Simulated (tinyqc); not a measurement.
Time-domain thermoreflectance: layered heat flow under a modulated pulse train, and what the signal ratio measures: one step, computed by the program tinyqc. Command: `OMP_NUM_THREADS=1 python tinyqc.py 3114202 3114203 out.jsonl tdtr walk`. One thread of a shared host (Intel(R) Xeon(R) Processor @ 2.30GHz), about 0.2 s of CPU time with the checks.

Pulses repeat at 80 MHz; heat is laid down at the surface, all layers are isotropic, and the film is in perfect contact with the substrate.

Question. Impedance at k = 0 and the modulation frequency. For radial wave number k and angular frequency W each layer has u = sqrt(4 pi^2 k^2 + i W C/kappa) and gamma = kappa u. Surface impedance from below: Z = 1/gamma for the substrate; a layer of thickness L maps Z to (Z + tanh(u L)/gamma)/(1 + gamma Z tanh(u L)); a boundary adds 1/G. Take k = 0 and W = 2 pi f.

Inputs (values chosen for the exercise, modelled on aluminium on GaAs):

| quantity | value | unit |
|---|---|---|
| metal thickness d | 98 | nm |
| metal conductivity | 190 | W/(m K) |
| metal heat capacity | 2.42 | MJ/(m^3 K) |
| boundary conductance G under the metal | 81 | MW/(m^2 K) |
| film thickness | 7 | nm |
| film conductivity | 0.57 | W/(m K) |
| film heat capacity | 2.4 | MJ/(m^3 K) |
| substrate conductivity kappa | 47.1 | W/(m K) |
| substrate heat capacity C | 1.71 | MJ/(m^3 K) |
| modulation frequency f | 2 | MHz |

Stack: metal, film, substrate.

Give: Z of the substrate; Z at the surface.

Answer.

Z of the substrate = 22.23-22.23i m^2 K/GW

Z at the surface = 40.75-26.21i m^2 K/GW
